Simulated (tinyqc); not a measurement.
Extended Hueckel theory, for H4+, step by step. The parameters take no account of the charge, which enters only through the electron count. One step of it, computed by the program tinyqc.

Question. Mulliken analysis. P = C n C^T; charge = valence electrons (H 1) minus the sum of (P S)_ii on the atom; overlap population = 2 sum P_ij S_ij between two atoms.

coefficients, order 1H 1s, 2H 1s, 3H 1s, 4H 1s:
$$\begin{pmatrix}
0.287875 & 0.556313 & 0.837540 & 0.780505 \\
0.390310 & 0.324879 & -0.618840 & -1.337587 \\
0.390477 & -0.324609 & -0.616629 & 1.339733 \\
0.288257 & -0.555752 & 0.836794 & -0.783153
\end{pmatrix}$$

occupations: [2.000000, 1.000000, 0.000000, 0.000000]

overlap S, order 1H 1s, 2H 1s, 3H 1s, 4H 1s:
$$\begin{pmatrix}
1.000000 & 0.614009 & 0.179652 & 0.047904 \\
0.614009 & 1.000000 & 0.538155 & 0.179939 \\
0.179652 & 0.538155 & 1.000000 & 0.614684 \\
0.047904 & 0.179939 & 0.614684 & 1.000000
\end{pmatrix}$$

Give: charges; Overlap populations.

Answer.

charges: 1H 0.275, 2H 0.226, 3H 0.225, 4H 0.275

Overlap populations:
```
pair      value
2-1    0.497907
3-1    0.015893
3-2    0.214568
4-1   -0.013720
4-2    0.016003
4-3    0.498531
```
